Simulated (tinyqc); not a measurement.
Worked calculation: CISD on RHF in the 3-21g basis, for H2, spin multiplicity 1. Computed by tinyqc, a small Python program that keeps every step (integrals from PySCF). Settings: charge = 0, multiplicity = 1, basis = 3-21g, method = RHF, energy threshold = 1e-10, iteration cap = 89, orthogonalisation = canonical, start = atomic densities, DIIS depth = 6, ci = CISD. Command: `OMP_NUM_THREADS=1 python tinyqc.py 27721 27722 out.jsonl` (the two numbers bound the seeds that draw the settings). One thread of a shared host (Intel(R) Xeon(R) Processor @ 2.60GHz), about 0.08 s of CPU time with the checks. The early iterations of the SCF are left out here.

## One-electron integrals

Geometry (angstrom):
```
atom       x       y       z
H     0.0000  0.0000  0.0000
H     0.0000  0.0000  0.6830
```

Basis 3-21g: exponents (1/bohr^2) and contraction coefficients of normalised primitives:
```
element  l (shell)  exponent  coefficient
H            s (1)    5.4472       0.1563
H            s (1)    0.8245       0.9047
H            s (2)    0.1832       1.0000
```

Overlap, kinetic and nuclear-attraction integrals over the contracted functions; the nuclear repulsion is the sum of Za Zb / Rab.

nuclear repulsion = 0.774784 hartree

overlap S, order 1H 1s, 1H 2s, 2H 1s, 2H 2s:
$$\begin{pmatrix}
1.0000 & 0.6459 & 0.4598 & 0.5020 \\
0.6459 & 1.0000 & 0.5020 & 0.8585 \\
0.4598 & 0.5020 & 1.0000 & 0.6459 \\
0.5020 & 0.8585 & 0.6459 & 1.0000
\end{pmatrix}$$

kinetic energy T (hartree), order 1H 1s, 1H 2s, 2H 1s, 2H 2s:
$$\begin{pmatrix}
1.5494 & 0.2932 & 0.2928 & 0.1895 \\
0.2932 & 0.2748 & 0.1895 & 0.2119 \\
0.2928 & 0.1895 & 1.5494 & 0.2932 \\
0.1895 & 0.2119 & 0.2932 & 0.2748
\end{pmatrix}$$

nuclear attraction V (hartree), order 1H 1s, 1H 2s, 2H 1s, 2H 2s:
$$\begin{pmatrix}
-2.4836 & -1.2513 & -1.1388 & -1.0079 \\
-1.2513 & -1.2492 & -1.0079 & -1.1157 \\
-1.1388 & -1.0079 & -2.4836 & -1.2513 \\
-1.0079 & -1.1157 & -1.2513 & -1.2492
\end{pmatrix}$$

core Hamiltonian H = T + V (hartree), order 1H 1s, 1H 2s, 2H 1s, 2H 2s:
$$\begin{pmatrix}
-0.9342 & -0.9582 & -0.8460 & -0.8184 \\
-0.9582 & -0.9744 & -0.8184 & -0.9038 \\
-0.8460 & -0.8184 & -0.9342 & -0.9582 \\
-0.8184 & -0.9038 & -0.9582 & -0.9744
\end{pmatrix}$$

## Two-electron integrals

Functions are numbered as in S; the eight-fold symmetry (ij|kl) = (ji|kl) = (kl|ij) leaves the list below.

Two-electron integrals (ij|kl) in chemists' order, unique and non-zero (hartree):
```
(11|11) 1.1401   (21|11) 0.6114   (21|21) 0.3452   (22|11) 0.6264
(22|21) 0.3803   (22|22) 0.4830   (31|11) 0.4451   (31|21) 0.2506
(31|22) 0.2740   (31|31) 0.2236   (32|11) 0.3698   (32|21) 0.2209
(32|22) 0.2675   (32|31) 0.2041   (32|32) 0.2080   (33|11) 0.7159
(33|21) 0.4342   (33|22) 0.5337   (33|31) 0.4451   (33|32) 0.4693
(33|33) 1.1401   (41|11) 0.4693   (41|21) 0.2657   (41|22) 0.2942
(41|31) 0.2041   (41|32) 0.1832   (41|33) 0.3698   (41|41) 0.2080
(42|11) 0.5155   (42|21) 0.3145   (42|22) 0.4043   (42|31) 0.2451
(42|32) 0.2496   (42|33) 0.5155   (42|41) 0.2496   (42|42) 0.3559
(43|11) 0.4342   (43|21) 0.2636   (43|22) 0.3298   (43|31) 0.2506
(43|32) 0.2657   (43|33) 0.6114   (43|41) 0.2209   (43|42) 0.3145
(43|43) 0.3452   (44|11) 0.5337   (44|21) 0.3298   (44|22) 0.4380
(44|31) 0.2740   (44|32) 0.2942   (44|33) 0.6264   (44|41) 0.2675
(44|42) 0.4043   (44|43) 0.3803   (44|44) 0.4830
```

## Orthogonalisation

S = U s U^T; canonical form X = U s^(-1/2), so that X^T S X = 1. Each column of U has its largest component positive (the first on a tie).

eigenvalues of S: [0.0950, 0.4940, 0.5867, 2.8242]

X, order 1H 1s, 1H 2s, 2H 1s, 2H 2s:
$$\begin{pmatrix}
-0.7053 & 0.7698 & 0.8784 & 0.2709 \\
2.1827 & -0.6477 & 0.2838 & 0.3220 \\
0.7053 & 0.7698 & -0.8784 & 0.2709 \\
-2.1827 & -0.6477 & -0.2838 & 0.3220
\end{pmatrix}$$

## Starting guess

The start is atomic minimal-basis densities projected into this basis (PySCF's MINAO start) and scaled to the electron count of each spin; this density is not idempotent, so its energy is not variational and may lie below the converged one.

D at the start, order 1H 1s, 1H 2s, 2H 1s, 2H 2s:
$$\begin{pmatrix}
0.2068 & 0.2873 & -0.0103 & 0.0027 \\
0.2873 & 0.4006 & 0.0027 & 0.0273 \\
-0.0103 & 0.0027 & 0.2068 & 0.2873 \\
0.0027 & 0.0273 & 0.2873 & 0.4006
\end{pmatrix}$$

## Iteration 5 (converged): orbitals

converged F (hartree), order 1H 1s, 1H 2s, 2H 1s, 2H 2s:
$$\begin{pmatrix}
0.0460 & -0.5303 & -0.5652 & -0.5440 \\
-0.5303 & -0.3601 & -0.5440 & -0.4014 \\
-0.5652 & -0.5440 & 0.0460 & -0.5303 \\
-0.5440 & -0.4014 & -0.5303 & -0.3601
\end{pmatrix}$$

Diagonalise F' = X^T F X, C = X C', fill 1 alpha and 1 beta electrons from the bottom; D = 2 C_occ C_occ^T. Each column has its largest component positive (the first on a tie).

F' = X^T F X (hartree):
$$\begin{pmatrix}
0.9176 & 0.0000 & -0.6594 & 0.0000 \\
0.0000 & 0.8883 & 0.0000 & -0.0546 \\
-0.6594 & 0.0000 & 0.9635 & 0.0000 \\
0.0000 & -0.0546 & 0.0000 & -0.6088
\end{pmatrix}$$

orbital energies (hartree): MO1 -0.6108, MO2 0.2807, MO3 0.8903, MO4 1.6004

coefficients C, order 1H 1s, 1H 2s, 2H 1s, 2H 2s:
$$\begin{pmatrix}
0.2987 & 0.1029 & 0.7595 & -1.1218 \\
0.2982 & 1.7672 & -0.6590 & 1.3122 \\
0.2987 & -0.1029 & 0.7595 & 1.1218 \\
0.2982 & -1.7672 & -0.6590 & -1.3122
\end{pmatrix}$$

D after iteration 5, order 1H 1s, 1H 2s, 2H 1s, 2H 2s:
$$\begin{pmatrix}
0.1785 & 0.1781 & 0.1785 & 0.1781 \\
0.1781 & 0.1778 & 0.1781 & 0.1778 \\
0.1785 & 0.1781 & 0.1785 & 0.1781 \\
0.1781 & 0.1778 & 0.1781 & 0.1778
\end{pmatrix}$$

## Convergence

Stop when the energy changes by less than 1e-10 hartree and every element of the error matrix X^T (F D S - S D F) X is below 3e-06.

Course of the cycle:
```
iteration  E (hartree)     change  largest element of the error matrix
1            -0.813987          -                             1.59e-01
2            -1.119993  -3.06e-01                             4.39e-02
3            -1.120741  -7.48e-04                             5.24e-04
4            -1.120741  -1.07e-07                             3.59e-07
5            -1.120741  -3.82e-14                             1.78e-07
```

PySCF RHF in the same basis = -1.120741 hartree

Converged in 5 iterations.

## Populations, bond orders and dipole

Mulliken: Z minus the diagonal of D S on the atom; Loewdin: the same with S^(1/2) D S^(1/2); Mayer order: 2 sum_s sum (D(s) S)_ij (D(s) S)_ji over the two atoms.

Charges (e):
```
atom  Mulliken  Loewdin
1H           0        0
2H           0        0
```

Mayer bond orders:
```
pair   order
2-1   1.0000
```

dipole moment about the origin, x y z (debye): [0.0000, 0.0000, 0.0000]

## Integrals over molecular orbitals

(pq|rs) = sum C_ip C_jq C_kr C_ls (ij|kl), one index at a time.

one-electron integrals over orbitals h = C^T H C (hartree):
$$\begin{pmatrix}
-1.2847 & 0.0000 & -0.1749 & 0.0000 \\
0.0000 & -0.5447 & 0.0000 & 0.2091 \\
-0.1749 & 0.0000 & -0.1282 & 0.0000 \\
0.0000 & 0.2091 & 0.0000 & 0.3576
\end{pmatrix}$$

Two-electron integrals over orbitals (pq|rs), unique and non-zero (hartree):
```
(11|11) 0.6739    (21|21) 0.0828    (22|11) 0.4541    (22|22) 0.4075
(31|11) 0.1749    (31|22) 0.0516    (31|31) 0.1182    (32|21) -0.0222
(32|32) 0.0368    (33|11) 0.5684    (33|22) 0.4054    (33|31) 0.1337
(33|33) 0.5063    (41|21) -0.0792   (41|32) -0.0204   (41|41) 0.1370
(42|11) -0.1441   (42|22) -0.0552   (42|31) -0.0752   (42|33) -0.1036
(42|42) 0.0681    (43|21) -0.0847   (43|32) -0.0009   (43|41) 0.1235
(43|43) 0.1301    (44|11) 0.6899    (44|22) 0.4661    (44|31) 0.2101
(44|33) 0.5910    (44|42) -0.1701   (44|44) 0.7725
```

## CISD: determinants and Hamiltonian

Hartree-Fock energy = -1.120741 hartree

Slater-Condon rules over spin orbitals, with the nuclear repulsion added and E(HF) subtracted on the diagonal.

Occupation strings over the orbitals (2 doubly, a alpha, b beta, 0 empty; spin orbitals ordered 1a 1b 2a 2b ...): 2000 ab00 a0b0 a00b ba00 b0a0 b00a 0200 0ab0 0a0b 0ba0 0020 00ab 0b0a 00ba 0002

H - E(HF) between determinants (hartree):
```
         2000     ab00     a0b0     a00b     ba00     b0a0     b00a     0200
2000   0.0000   0.0000   0.0000   0.0000   0.0000   0.0000   0.0000   0.0828
ab00   0.0000   0.5203   0.0000   0.0650  -0.0828   0.0000   0.0792   0.0000
a0b0   0.0000   0.0000   1.0510   0.0000   0.0000  -0.1182   0.0000  -0.0222
a00b   0.0000   0.0650   0.0000   1.6583   0.0792   0.0000  -0.1370   0.0000
ba00   0.0000  -0.0828   0.0000   0.0792   0.5203   0.0000   0.0650   0.0000
b0a0   0.0000   0.0000  -0.1182   0.0000   0.0000   1.0510   0.0000   0.0222
b00a   0.0000   0.0792   0.0000  -0.1370   0.0650   0.0000   1.6583   0.0000
0200   0.0828   0.0000  -0.0222   0.0000   0.0000   0.0222   0.0000   1.2137
0ab0   0.0000  -0.0222   0.0000  -0.0847   0.1233   0.0000   0.0752   0.0000
0a0b  -0.0792   0.0000  -0.0847   0.0000   0.0000   0.0204   0.0000   0.1539
0ba0   0.0000   0.1233   0.0000   0.0752  -0.0222   0.0000  -0.0847   0.0000
0020   0.1182   0.0000  -0.0412   0.0000   0.0000   0.0412   0.0000   0.0368
00ab   0.0000  -0.0752   0.0000   0.0352   0.0204   0.0000  -0.1235   0.0000
0b0a   0.0792   0.0000   0.0204   0.0000   0.0000  -0.0847   0.0000  -0.1539
00ba   0.0000   0.0204   0.0000  -0.1235  -0.0752   0.0000   0.0352   0.0000
0002   0.1370   0.0000   0.1235   0.0000   0.0000  -0.1235   0.0000   0.0681

         0ab0     0a0b     0ba0     0020     00ab     0b0a     00ba     0002
2000   0.0000  -0.0792   0.0000   0.1182   0.0000   0.0792   0.0000   0.1370
ab00  -0.0222   0.0000   0.1233   0.0000  -0.0752   0.0000   0.0204   0.0000
a0b0   0.0000  -0.0847   0.0000  -0.0412   0.0000   0.0204   0.0000   0.1235
a00b  -0.0847   0.0000   0.0752   0.0000   0.0352   0.0000  -0.1235   0.0000
ba00   0.1233   0.0000  -0.0222   0.0000   0.0204   0.0000  -0.0752   0.0000
b0a0   0.0000   0.0204   0.0000   0.0412   0.0000  -0.0847   0.0000  -0.1235
b00a   0.0752   0.0000  -0.0847   0.0000  -0.1235   0.0000   0.0352   0.0000
0200   0.0000   0.1539   0.0000   0.0368   0.0000  -0.1539   0.0000   0.0681
0ab0   1.6280   0.0000  -0.0368   0.0000  -0.0009   0.0000  -0.1055   0.0000
0a0b   0.0000   2.1746   0.0000  -0.0009   0.0000  -0.0681   0.0000   0.0390
0ba0  -0.0368   0.0000   1.6280   0.0000  -0.1055   0.0000  -0.0009   0.0000
0020   0.0000  -0.0009   0.0000   2.1454   0.0000   0.0009   0.0000   0.1301
00ab  -0.0009   0.0000  -0.1055   0.0000   2.7159   0.0000  -0.1301   0.0000
0b0a   0.0000  -0.0681   0.0000   0.0009   0.0000   2.1746   0.0000  -0.0390
00ba  -0.1055   0.0000  -0.0009   0.0000  -0.1301   0.0000   2.7159   0.0000
0002   0.0000   0.0390   0.0000   0.1301   0.0000  -0.0390   0.0000   3.3831
```

## CISD: roots

Diagonalise (each vector has its largest component positive (the first on a tie)); all determinants have Ms = 0, so triplets appear too. The lowest singlet root is the correlation energy.

lowest roots of this matrix, relative to E(HF) (hartree): [-0.0237, 0.4094, 0.5799, 0.9293, 1.1354, 1.1789, 1.5310, 1.5468]

lowest vectors, order 2000, ab00, a0b0, a00b, ba00, b0a0, b00a, 0200, 0ab0, 0a0b, 0ba0, 0020, 00ab, 0b0a, 00ba, 0002:
$$\begin{pmatrix}
0.9937 & 0.0000 & 0.0000 & 0.0000 \\
0.0000 & 0.6987 & 0.7002 & 0.0000 \\
0.0044 & 0.0000 & 0.0000 & 0.7061 \\
0.0000 & -0.0902 & 0.0174 & 0.0000 \\
0.0000 & 0.6987 & -0.7002 & 0.0000 \\
-0.0044 & 0.0000 & 0.0000 & 0.7061 \\
0.0000 & -0.0902 & -0.0174 & 0.0000 \\
-0.0728 & 0.0000 & 0.0000 & 0.0000 \\
0.0000 & -0.0595 & 0.0941 & 0.0000 \\
0.0405 & 0.0000 & 0.0000 & 0.0385 \\
0.0000 & -0.0595 & -0.0941 & 0.0000 \\
-0.0505 & 0.0000 & 0.0000 & 0.0000 \\
0.0000 & 0.0110 & 0.0240 & 0.0000 \\
-0.0405 & 0.0000 & 0.0000 & 0.0385 \\
0.0000 & 0.0110 & -0.0240 & 0.0000 \\
-0.0378 & 0.0000 & 0.0000 & 0.0000
\end{pmatrix}$$

<S^2> of these roots: [0.0000, 2.0000, 0.0000, 2.0000, 0.0000, 0.0000, 2.0000, 0.0000]

weight of the ground state by excitation level 0, 1, 2, ...: [0.9874, 0.0000, 0.0126]
